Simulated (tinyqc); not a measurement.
# Schottky barrier on an n-type semiconductor with a doping step, non-linear Poisson equation by Newton steps: Capacitance-voltage profiling

One dimension, metal at x = 0, donor density C(x) = N1 for x < x1 and Nd beyond. Energies are counted from the electron Fermi level of the semiconductor and the conduction-band edge is Ec = -psi, so n = Nc exp(psi/Vt); holes follow the Fermi level of the metal, at -V, so p = Nv exp((V - psi - Eg)/Vt). Ends: psi(0) = V - phiB and psi = Vt ln(Nd/Nc) deep inside. Boltzmann statistics, full ionisation, no current, no image force in the Poisson equation.

The Poisson equation d/dx(eps0 eps_r dpsi/dx) = -q (p - n + C) is solved on a mesh of about 1000 nodes or more that ends in neutral material. C_s = q d/dV of the integral of n over x, from the linearised equation. Probed depth w = eps0 eps_r/C_s; apparent doping N_app = C_s^3/(q eps0 eps_r dC_s/dV), the derivative by central differences over +/- 0.02 V.

Parameters, values chosen for the exercise; band and dielectric values those of a made-up semiconductor:

| symbol | value | unit | meaning |
|---|---|---|---|
| T | 300 | K | temperature |
| Eg | 1.27 | eV | band gap |
| eps_r | 14.8 |  | relative permittivity |
| Nc | 2.89e19 | cm^-3 | conduction-band density of states at T |
| Nv | 2.54e19 | cm^-3 | valence-band density of states at T |
| Nd | 7e15 | cm^-3 | donor density deep in the semiconductor |
| phiB | 0.68 | eV | barrier height |
| x1 | 550 | nm | depth of the doping step |
| N1 | 2.1e15 | cm^-3 | donor density above the step |

Constants: q = 1.602176634e-19 C, kB = 1.380649e-23 J/K, Vt = kB T/q, eps0 = 8.8541878128e-14 F/cm where lengths are in cm. Results are converted to the units shown.

Result of one run:
```
V (V)  C_s (nF/cm^2)  w (nm)  N_app (cm^-3)  true C(w) (cm^-3)  |E_0| (kV/cm)
-3.75           12.0  1.09e3        7.00e15            7.00e15           60.4
```

What becomes of these results when the bias of the metal against the semiconductor V is changed from -3.75 to -1.25 V, all else the same?

Result of the changed run:
```
V (V)  C_s (nF/cm^2)  w (nm)  N_app (cm^-3)  true C(w) (cm^-3)  |E_0| (kV/cm)
-1.25           16.8     779        7.00e15            7.00e15           33.7
```

The whole series:
```
V (V)  C_s (nF/cm^2)  w (nm)  N_app (cm^-3)  true C(w) (cm^-3)  |E_0| (kV/cm)
0               25.4     517        3.43e15            2.10e15           14.8
-0.62           19.4     677        6.83e15            7.00e15           25.0
-1.25           16.8     779        7.00e15            7.00e15           33.7
-1.88           15.1     868        7.00e15            7.00e15           41.3
-2.5            13.8     948        7.00e15            7.00e15           48.2
-3.12           12.8  1.02e3        7.00e15            7.00e15           54.5
-3.75           12.0  1.09e3        7.00e15            7.00e15           60.4
-4.38           11.3  1.16e3        7.00e15            7.00e15           66.0
-5              10.8  1.22e3        7.00e15            7.00e15           71.3
```

C_s falls from 25.4 to 10.8 nF/cm^2 while the probed depth goes from 517 to 1220 nm. The apparent doping rises from 3.43e15 to 7.00e15 cm^-3. It departs most from the true doping at that depth for V = 0 V, where it is 63 % above it; the method senses the electrons at the edge of the depleted layer, which are smeared over a few Debye lengths (LD = 55 nm at Nd), so it cannot follow a doping that changes on that scale.

Program tinyqc, `OMP_NUM_THREADS=1 python tinyqc.py 2020072 2020073 out.jsonl`; Intel Xeon 2.30GHz, shared host, one thread, about 0.1 s.
